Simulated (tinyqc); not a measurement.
Inside a calculation. Model: quantum point contact as a saddle point.

Numbers from tinyqc (`OMP_NUM_THREADS=1 python tinyqc.py 2740005 2740006 out.jsonl`; about 0.02 s on one thread of a shared Intel Xeon 2.30GHz). Printed values are rounded.

Potential V0 - m wx^2 x^2/2 + m wy^2 y^2/2; energies are counted from V0. Mode n = 0, 1, ... transmits T_n(E) = 1/(1 + exp(-2 pi (E - E_n)/wx)), E_n = wy (n + 1/2); each mode carries 2 q^2/h.

Values chosen for this exercise: temperature T = 1.5 K; transverse quantum hbar wy wy = 5.8 meV; curvature of the barrier hbar wx wx = 2.4 meV; Fermi level above the saddle point mu = 20.41 meV; points of the energy grid nE = 13; half-range of the grid in kB T xm = 7.

Constants: q = 1.602176634e-19 C, kB = 1.380649e-23 J/K, h = 6.62607015e-34 J s, Vt = kB T/q. Results are converted to the units shown.

## Transmissions at the Fermi level

At zero temperature g = G/(2 q^2/h) = sum T_n(mu); Fano factor sum T_n (1 - T_n)/sum T_n. Modes beyond those listed are in the sums but add less than 1e-4 to g.

```
mode  E_n (meV)       T_n
0       2.90000  1.000000
1       8.70000  1.000000
2      14.50000  1.000000
3      20.30000  0.571501
4      26.10000  0.000000
5      31.90000  0.000000
```

g = 3.5715
G = 276.72 uS
Fano factor = 0.06857

## Thermal average on a coarse grid

g(T) = int g(E) (-df/dE) dE = int g(mu + x kB T) dx/(4 cosh^2(x/2)), g(E) the zero-temperature value at E, g = G/(2 q^2/h). Simpson's rule on nE equally spaced x from -xm to xm.

```
point          x   E (meV)      g(E)     weight
0      -7.000000  19.50518  3.110972  0.0009102
1      -5.833333  19.65598  3.156297  0.0029112
2      -4.666667  19.80679  3.215644  0.0092292
3      -3.500000  19.95759  3.289785  0.0284530
4      -2.333333  20.10839  3.377159  0.0805852
5      -1.166667  20.25920  3.473320  0.1810717
6       0.000000  20.41000  3.571502  0.2500000
7       1.166667  20.56080  3.664360  0.1810717
8       2.333333  20.71161  3.746037  0.0805852
9       3.500000  20.86241  3.813421  0.0284530
10      4.666667  21.01321  3.866134  0.0092292
11      5.833333  21.16402  3.905682  0.0029112
12      7.000000  21.31482  3.934432  0.0009102
```

integral of the weight = 0.9957755
g(T) = 3.551070
g(T) divided by the integral of the weight = 3.566135

A converged quadrature gives 3.5661; this grid is 0.42 % below that, and its weight integrates to 0.9958 in place of 1.
